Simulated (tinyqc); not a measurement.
# Worked calculation: CMOS inverter, nodal equation and switching

tinyqc, about 0.03 s, one thread, Intel Xeon 2.30GHz (shared host): `OMP_NUM_THREADS=1 python tinyqc.py 2340097 2340098 out.jsonl` Printed values are rounded.

An n-channel pull-down (bn, VTn) and a p-channel pull-up (bp, VTp) share the input Vin and the output node Vout, which carries the load C. Transistor (EKV form, voltages against the body): I = 2 n b Vt^2 [F(vp - Vs) - F(vp - Vd)] from drain to source, F(v) = ln^2(1 + exp(v/(2 Vt))), vp = (Vg - VT + sg |Vd - Vs|)/n. n-channel bodies are at 0; for the p-channel device all voltages are counted down from Vdd. b in uA/V^2 gives I in uA. Static: In = Ip. Transient: C dVout/dt = Ip - In. No velocity saturation, no gate capacitance beyond C.

Parameters, values chosen for the exercise:
- T = 300 K (temperature)
- Vdd = 0.5 V (supply voltage)
- n = 1.43 (slope factor)
- sg = 0.119 (drain-induced barrier lowering)
- VTn = 0.37 V (n-channel threshold)
- VTp = 0.37 V (p-channel threshold (magnitude))
- bn = 750 uA/V^2 (gain factor of the pull-down transistor)
- bp = 220 uA/V^2 (gain factor of the pull-up transistor)
- C = 1.8 fF (load capacitance)
- Vin = 0.2 V (input voltage)
- dt = 10 ps (time step)

Constants: q = 1.602176634e-19 C, kB = 1.380649e-23 J/K, Vt = kB T/q. Results are converted to the units shown.

## Iteration 1: output voltage by Newton steps

Vout at the start = 0.25 V

f = In - Ip at (Vin, Vout); G = df/dVout by a central difference with +/- 1e-6 V; Vout(new) = Vout - f/G.

In = 0.02801215 uA
Ip = 0.08802611 uA
G = 0.311948 uS
Vout after iteration 1 = 0.4423843 V

## Iteration 2: output voltage by Newton steps

As before.

In = 0.04962390 uA
Ip = 0.04570481 uA
G = 0.528086 uS
Vout after iteration 2 = 0.4349630 V

## Course of the iteration: output voltage by Newton steps

Stop when Vout changes by less than 1e-9 V, or after 30 iterations.

Course of the iteration:
```
iteration   Vout (V)  |change| (V)
1          0.4423843         0.192
2          0.4349630       7.42e-3
3          0.4345479       4.15e-4
4          0.4345468       1.11e-6
5          0.4345468      7.95e-12
```

Converged in 5 iterations. At the end the number of correct digits about doubles with each step.

## Transfer curve

Vin, point 0 to 10 (V): 0  0.05  0.1  0.15  0.2  0.25  0.3  0.35  0.4  0.45  0.5

For each Vin solve In = Ip; gain = dVout/dVin.

```
point   Vout (V)  supply current (uA)     gain
0      0.4999881            3.1787e-4  -0.0004
1      0.4999274            0.0012116  -0.0027
2      0.4994889            0.0045521  -0.0208
3      0.4956671             0.016513  -0.1963
4      0.4345468             0.048494  -4.8189
5      0.0571211             0.048102  -4.3140
6      0.0035072             0.017054  -0.1666
7      0.0003617            0.0049028  -0.0158
8      0.0000439            0.0013372  -0.0018
9      0.0000062            3.5549e-4  -0.0002
10     0.0000010            9.3246e-5   0.0000
```

The switching point Vin = Vout lies at 0.2270 V, with a gain of -8.39. The current peaks at 0.0485 uA among the points, against 3.2e-4 and 9.3e-5 uA of leakage at the ends.

## Switching point and noise margins

VM solves In = Ip with Vin = Vout. VIL and VIH are the inputs at which the gain is -1; NML = VIL - Vout(VIH), NMH = Vout(VIL) - VIH.

VM = 0.22698 V
gain at VM = -8.3906
VIL = 0.17991 V
VIH = 0.26805 V
NML = 0.16218 V
NMH = 0.21340 V

VM lies 23 mV below Vdd/2, and the high margin is the larger one. With both transistors saturated the size of the gain tends to 1/sg = 8.40; here it is 0.15 % below that.

## Step 1: one time step of the falling output

Vout at t = 0 = 0.5 V

The input steps to Vdd at t = 0; I = In - Ip. Trapezoidal rule: V(new) = V - (dt/C)[I(V) + I(V(new))]/2, solved for V(new); 1 ps uA/fF = 1 mV.

I(V) = 9.970525 uA
I(V(new)) = 9.374450 uA
Vout after step 1 = 0.4462640 V

## Step 2: one time step of the falling output

As before.

I(V) = 9.374450 uA
I(V(new)) = 8.833646 uA
Vout after step 2 = 0.3956859 V

## Delays and energy

For a step input the delay to Vdd/2 is tHL = C times the integral of dV/(In - Ip) from Vdd/2 to Vdd at Vin = Vdd, and tLH likewise with Ip - In from 0 to Vdd/2 at Vin = 0. Energy drawn for one full cycle of the output: C Vdd^2. Leakage power: Vdd times the mean of the supply currents at Vin = 0 and Vdd.

tHL = 52.49300 ps
tLH = 178.9597 ps
energy = 0.45 fJ
leakage power = 0.1027794 nW

Time steps as above cross Vdd/2 at 52.5 ps by linear interpolation, 0.053 % above tHL. tLH/tHL = 3.41, with bn/bp = 3.41.
